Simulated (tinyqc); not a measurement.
Gas flow in a process chamber: flow regimes, conductance, effective pumping speed, pump-down, outgassing and purge: one step, computed by the program tinyqc. Command: `OMP_NUM_THREADS=1 python tinyqc.py 3120816 3120817 out.jsonl pump walk`. One thread of a shared host (Intel(R) Xeon(R) Processor @ 2.30GHz), about 0.06 s of CPU time with the checks.

Ideal gas, isothermal flow, a pump of constant speed at the end of a round pipe; process gas, volume gas and outgassing are given the same properties. 1 sccm = 101325 Pa x 1e-6 m^3/60 s x T/273.15 K.

Question. Molecular flow. Mean speed c = sqrt(8 k_B T/(pi m)); aperture conductance C_a = c pi d^2/16; molecular pipe C_m = C_a/(1 + 3 l/(4 d)) (Dushman form); viscous pipe C_v = pi d^4 p_mean/(128 eta l); Knudsen interpolation C = C_v + C_m (1 + x)/(1 + 1.24 x), x = d p_mean sqrt(m/(k_B T))/eta. Effective speed 1/S_eff = 1/S + 1/C_m; time constant V/S_eff; pressure at which the free path k_B T/(sqrt2 pi d_m^2 p) equals d.

Inputs (values chosen for the exercise, modelled on oxygen near room temperature):
```
quantity            value   unit
molar mass M           32  g/mol
molecular diameter   0.36     nm
temperature T         293      K
chamber volume V       22      L
pipe diameter d        25     cm
pipe length l          15     cm
pump speed S         3800    L/s
```

Constants: k_B = 1.380649e-23 J/K; u = 1.6605390666e-27 kg.

Give: mean speed c; C_a; C_m; S_eff in molecular flow; time constant; pressure where the free path equals d.

Answer.

mean speed c = 440.3 m/s

C_a = 5403 L/s

C_m = 3726 L/s

S_eff in molecular flow = 1881 L/s

time constant = 0.01169 s

pressure where the free path equals d = 0.02810 Pa

The pipe passes on 50 % of the pump speed.
